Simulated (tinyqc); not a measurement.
Single-oscillator infrared dielectric function of a polar cubic crystal: one step, computed by the program tinyqc.

One ion pair, charges +Z* and -Z*, in a cell of volume Omega = a^3/4. Frequencies omega are given as wavenumbers (1/cm); eps_s is the static dielectric constant.

Question. Optical constants at the probe frequency. eps(omega) = eps_inf + W^2/(omega_TO^2 - omega^2 - i gamma omega); n + i k = sqrt(eps) with k >= 0; R = |(n + i k - 1)/(n + i k + 1)|^2 at normal incidence from vacuum. omega is the probe ratio times omega_TO. Intensity decays over 1/(4 pi omega k); the loss function is Im(-1/eps).

Inputs (values chosen for the exercise, modelled on magnesium oxide): omega_TO = 401 1/cm; eps_inf = 2.87; phonon damping gamma = 8.6 1/cm; probe frequency / omega_TO = 0.781.

Structure: rock salt. Free carriers: absent.

W = 1019.606 1/cm

Give: omega; Re eps; Im eps; n; k; reflectivity R; penetration depth of the intensity; loss function.

Answer.

omega = 313.181 1/cm

Re eps = 19.42

Im eps = 0.7105

n = 4.407

k = 0.08061

reflectivity R = 0.3972

penetration depth of the intensity = 31.52 micrometre

loss function = 0.001882

Re eps is positive and k is small against n: the wave propagates.
